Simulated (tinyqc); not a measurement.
Worked calculation: field-effect mobility of a thin-film transistor with band-tail and deep states (multiple trapping). Computed by tinyqc, a small Python program that keeps every step. Command: `OMP_NUM_THREADS=1 python tinyqc.py 3009174 3009175 out.jsonl tft walk`. One thread of a shared host (Intel(R) Xeon(R) Processor @ 2.30GHz), about 0.04 s of CPU time with the checks. Intermediate numbers are printed to about 6 digits and carried at full precision; extremes and crossings named in words are read from the listed rows.

A thick film in accumulation at small drain voltage. Only free electrons move; trapped ones still screen the gate. N_c and mu_0 are held fixed when T changes, leaving out the T^(3/2) growth of N_c. x = E_0 - psi is the distance of the Fermi level below the band edge.

Inputs (values chosen for the exercise, modelled on nanocrystalline ZnO): permittivity eps = 8.5; effective density of states N_c = 4.1e+18 1/cm^3; band mobility mu_0 = 38 cm^2/(V s); tail density at the edge g_t = 3.5e+20 1/(eV cm^3); tail width E_t = 70 meV; deep-state density g_d = 2.5e+15 1/(eV cm^3); flat-band Fermi level below the edge, E_0 = 0.46 eV; equivalent oxide thickness t = 31 nm; surface band bending psi_s as a fraction of E_0 = 0.59; temperature T = 200 K.

Deep states: included.

Constants: k_B = 8.617333262e-05 eV/K; e = 1.602176634e-19 C; eps_0 = 8.8541878128e-12 F/m.

## Free and trapped densities

F_j(eta) = int_0^infinity x^j/(1 + exp(x - eta)) dx, without a gamma-function factor. Integrals over x = E/(k_B T) use 160 Gauss-Legendre points in u = sqrt(x) from 0 to sqrt(max(eta, 0) + 32). Free n(x) = N_c (2/sqrt(pi)) F_1/2(-x/k_B T), with F_1/2 from its two-term series in exp(-x/k_B T) for x >= 12 k_B T; tail n_t(x) = int_0^1.2eV g_t exp(-E/E_t)/(1 + exp((x - E)/k_B T)) dE, E counted down from the edge, 120 Gauss-Legendre points; deep charge g_d psi; space charge rho(psi) = n + n_t + g_d psi less its value at psi = 0.

Local densities at x = 0.4, 0.3, 0.2, 0.15, 0.1, 0.05, 0 and -0.05 eV:
```
x (eV)   n (1/cm^3)  n_t (1/cm^3)  n/(n + n_t)
0.40    3.41372e+08   8.94710e+16  3.81544e-09
0.30    1.13010e+11   3.73341e+17  3.02699e-07
0.20    3.74114e+13   1.55779e+18  2.40152e-05
0.15    6.80651e+14   3.18095e+18  2.13932e-04
0.10    1.23718e+16   6.47639e+18  1.90664e-03
0.05    2.21088e+17   1.28490e+19  1.69156e-02
0.00    3.13710e+18   2.12787e+19  1.28487e-01
-0.05   1.76548e+19   2.42418e+19  4.21391e-01
```

E_t/k_B T = 4.06: deep in the tail n_t follows exp(-x/E_t), more slowly than n, so the free share grows as the Fermi level rises.

## One gate voltage

Poisson: F(psi) = sqrt((2 e/(eps eps_0)) int_0^psi rho dpsi'); V_G - V_FB = psi_s + eps F(psi_s) t/3.9; free sheet density N_f = int (n - n(E_0))/F dpsi; induced sheet density N_i = eps eps_0 F(psi_s)/e; trapezoid rule on 301 even points in psi, the first interval left out of N_f. mu_eff = mu_0 N_f/N_i; field-effect mobility mu_FE = mu_0 e (dN_f/dV_G)/C_ox and swing S = dV_G/dlog10(N_f), by a central difference of +/- 2 mV in psi_s; C_ox = 3.9 eps_0/t.

surface field = 221.726 kV/cm

V_G - V_FB = 1.76947 V

free sheet density N_f = 6.53423e+06 1/cm^2

induced sheet density N_i = 1.04153e+12 1/cm^2

effective mobility mu_eff = 2.38399e-04 cm^2/(V s)

field-effect mobility mu_FE = 0.00141506 cm^2/(V s)

swing S = 582.120 mV/decade

0.00063 % of the induced charge is free. mu_FE exceeds mu_eff because the free share is still growing with V_G. The swing is 14.67 times the ideal ln(10) k_B T/e.

## Transfer curve

The formulas are those given above.

Against the band bending:
```
psi_s (V)  V_G - V_FB (V)  N_f (1/cm^2)  mu_eff (cm^2/(V s))  mu_FE (cm^2/(V s))  S (mV/decade)
0.16              0.74209   2.76681e+04          2.59795e-06         1.08699e-05         320.85
0.23              1.30732   8.31725e+05          4.21965e-05         2.29528e-04         456.80
0.29              2.01913   1.66014e+07          5.24756e-04         3.20710e-03         652.57
0.33              2.66843   1.24390e+08          2.90740e-03         1.86409e-02         841.24
0.37              3.51230   9.39049e+08          1.63336e-02         1.08297e-01        1093.12
0.40              4.30879   4.27787e+09          5.98175e-02         4.04107e-01        1334.49
0.44              5.63429   3.12907e+10          3.29254e-01         2.23267e+00        1766.11
0.47              6.83043   1.22926e+11          1.05633e+00         6.61976e+00        2338.33
0.51              8.68982   5.05723e+11          3.37918e+00         1.57110e+01        4050.86
```

The steepest swing among the rows is 321 mV/decade. mu_eff climbs from 2.6e-6 to 3.4, 9 % of mu_0 in the last row. Between rows 6 and 7 N_f scales as (V_G - V_FB - psi_s)^7.00; an exponential tail holding all the charge would give the larger of 1 and 2 E_t/k_B T - 1, here 7.12, and free charge alone 1; charge in deep states makes the exponent larger and lets it vary with V_G.

Checks made by the program: tail integral against adaptive quadrature (relative difference below 1e-10).
